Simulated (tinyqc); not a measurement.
Interface traps from C-V curves, high-low and Terman methods: effect of the oxide thickness on the signal.

MOS capacitor on an n-type substrate; psi is the band bending, negative in depletion; only majority carriers are counted. At the bending psi the Fermi level lies y = xi - psi below the conduction edge at the surface, xi = Vt ln(Nc/Nd). Dit(y) = D0 + D1 exp(-y/E1); traps fill up to the Fermi level, follow the bias and a slow signal, and do not follow a fast one. V is the gate voltage from flat band.

Cox = 3.9 eps0/EOT, LD = sqrt(eps0 eps_r Vt/(q Nd)), u = psi/Vt, Cd = (eps0 eps_r/(sqrt(2) LD)) |exp(u) - 1|/sqrt(exp(u) - u - 1). Ideal V0 = psi - sqrt(2) (eps0 eps_r Vt/LD) sqrt(exp(u) - u - 1)/Cox for psi < 0; the traps add dV = (q/Cox) times the integral of Dit from 0 to psi = (q/Cox) [D0 psi + D1 E1 exp(-xi/E1) (exp(psi/E1) - 1)]. 1/C_HF = 1/Cox + 1/Cd, 1/C_LF = 1/Cox + 1/(Cd + q Dit). All at psi = -0.231 V.

Parameters, values chosen for the exercise; band and dielectric values close to those of silicon: temperature T = 200 K; relative permittivity eps_r = 11.9; conduction-band density of states at T Nc = 1.5e19 cm^-3; donor density Nd = 3.3e15 cm^-3; trap density far from the band edge D0 = 2.3e12 cm^-2 eV^-1; band-tail density at the conduction edge D1 = 1.6e13 cm^-2 eV^-1; decay energy of the tail E1 = 0.11 eV.

Constants: q = 1.602176634e-19 C, kB = 1.380649e-23 J/K, Vt = kB T/q, eps0 = 8.8541878128e-14 F/cm where lengths are in cm. Results are converted to the units shown.

Result of one run:

| EOT (nm) | dV (mV) | C_HF (nF/cm^2) | C_LF (nF/cm^2) | (C_LF - C_HF)/Cox (%) |
|---|---|---|---|---|
| 14 | -613.24 | 31.489 | 163.90 | 53.682 |

What becomes of these results when the equivalent oxide thickness EOT is changed from 14 to 2.5 nm, all else the same?

Result of the changed run:

| EOT (nm) | dV (mV) | C_HF (nF/cm^2) | C_LF (nF/cm^2) | (C_LF - C_HF)/Cox (%) |
|---|---|---|---|---|
| 2.5 | -109.51 | 35.178 | 360.87 | 23.579 |

The whole series:

| EOT (nm) | dV (mV) | C_HF (nF/cm^2) | C_LF (nF/cm^2) | (C_LF - C_HF)/Cox (%) |
|---|---|---|---|---|
| 1.4 | -61.324 | 35.577 | 407.74 | 15.089 |
| 2.5 | -109.51 | 35.178 | 360.87 | 23.579 |
| 4.4 | -192.73 | 34.510 | 301.09 | 33.967 |
| 8 | -350.42 | 33.312 | 229.16 | 45.372 |
| 14 | -613.24 | 31.489 | 163.90 | 53.682 |
| 26 | -1138.9 | 28.383 | 104.42 | 57.253 |
| 46 | -2014.9 | 24.376 | 65.069 | 54.208 |

The stretch-out grows in proportion to the EOT, from -61.3 to -2010 mV, so thin oxides leave Terman's method little to read; the high-low gap goes from 15.1 through a maximum of 57.3 (at EOT = 26 nm among the rows listed) to 54.2 % of Cox.

Program tinyqc, `OMP_NUM_THREADS=1 python tinyqc.py 2030058 2030059 out.jsonl`; Intel Xeon 2.30GHz, shared host, one thread, about 0.01 s.
